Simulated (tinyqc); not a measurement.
Bias dependence of the times: oxide trap near a transistor channel: two-state multiphonon kinetics, telegraph noise and bias instability. Computed by tinyqc, a small Python program. Command: `OMP_NUM_THREADS=1 python tinyqc.py 3008513 3008514 out.jsonl oxidetrap walk`. One thread of a shared host (Intel(R) Xeon(R) Processor @ 2.30GHz), about 0.01 s of CPU time with the checks.

An n-channel device under positive gate bias. The trap is empty (state 1) or holds an electron (state 2); both states are parabolas of equal curvature, and the electron reservoir is taken at the Fermi level of the channel.

Inputs (values chosen for the exercise, with an insulator like HfO2 on silicon):

| quantity | value | unit |
|---|---|---|
| trap depth x from the interface | 1.4 | nm |
| tunnel barrier phi_b | 1.56 | eV |
| tunnelling mass m_ox | 0.21 | m_0 |
| trap level above E_F at zero field E_t | 0.28 | eV |
| relaxation energy E_R | 1.4 | eV |
| oxide field F | 1.3 | MV/cm |
| attempt rate k_0 at the interface | 1e+11 | 1/s |
| temperature T | 200 | K |

Parts treated: one trap and an ensemble.

Constants: hbar^2/(2 m_0) = 3.80998212 eV angstrom^2; k_B = 8.617333262e-05 eV/K.

Method. kappa = sqrt(2 m_ox phi_b)/hbar = sqrt(m_ox phi_b/(hbar^2/2m_0)); attenuation length lambda = 1/(2 kappa); factor exp(-x/lambda) for a rectangular barrier. E_21 = E_t - e F x is the energy of state 2 over state 1; barriers E_c = (E_R + E_21)^2/(4 E_R), E_e = E_c - E_21; tau_c = exp(E_c/k_B T)/(k_0 P), tau_e = exp(E_e/k_B T)/(k_0 P), P the tunnelling factor; occupation f_2 = tau_e/(tau_c + tau_e); 1/tau_0 = 1/tau_c + 1/tau_e.

tunnelling factor = 2.71790e-04

Against field:

| F (MV/cm) | E_21 (eV) | tau_c (s) | tau_e (s) | f_2 |
|---|---|---|---|---|
| 0.00 | 0.2800 | 1.8450e+05 | 1.6230e-02 | 8.7965e-08 |
| 0.39 | 0.2254 | 2.8438e+04 | 5.9440e-02 | 2.0901e-06 |
| 0.78 | 0.1708 | 4.6627e+03 | 2.3156e-01 | 4.9660e-05 |
| 1.04 | 0.1344 | 1.4455e+03 | 5.9333e-01 | 4.1029e-04 |
| 1.30 | 0.0980 | 4.6062e+02 | 1.5626e+00 | 3.3809e-03 |
| 1.56 | 0.0616 | 1.5086e+02 | 4.2299e+00 | 2.7273e-02 |
| 1.95 | 0.0070 | 2.9771e+01 | 1.9834e+01 | 3.9983e-01 |

What does the comparison show, and why?

ln(tau_c/tau_e) falls by e x/k_B T = 8.123 per MV/cm, which measures the depth x if the change of surface potential with bias is left aside. Over these rows tau_c shortens by 3.79 decades and tau_e lengthens by 3.09; the shares differ because E_21 is not small against E_R.
